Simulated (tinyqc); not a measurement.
Crystallisation kinetics and data retention of a phase-change cell: one step of the calculation.

Johnson-Mehl-Avrami-Kolmogorov law X = 1 - exp(-y^n), y = integral of k dt, k = (1/100 s) exp[-(Ec q/kB)(1/T - 1/T1)].

Question. Retention. At fixed T the state fails at t = (-ln(1 - Xf))^(1/n)/k; ten years are 3.15576e8 s.

Values chosen for this exercise; values of the order of Ge-Sb-Te and related chalcogenides: activation energy of crystallisation Ec = 3.06 eV; temperature at which the rate k is 1/(100 s) T1 = 455 K; Avrami exponent n = 1.5; crystalline share at which the state is lost Xf = 0.3; storage temperature T = 405 K.

Constants: q = 1.602176634e-19 C, kB = 1.380649e-23 J/K. Results are converted to the units shown.

Find: k; y at failure; time to fail; the same in years; temperature for ten years.

Answer.

k = 6.5399e-7 1/s
y at failure = 0.50294
time to fail = 7.6904e5 s
the same in years = 0.024369
temperature for ten years = 378.99 K

The cell misses ten years at 405 K.

Range of the model: One Arrhenius rate is assumed; incubation, growth from the boundary and the non-Arrhenius kinetics of the supercooled liquid are left out.

tinyqc, about 0.02 s, one thread, Intel Xeon 2.30GHz (shared host): `OMP_NUM_THREADS=1 python tinyqc.py 2490035 2490036 out.jsonl`
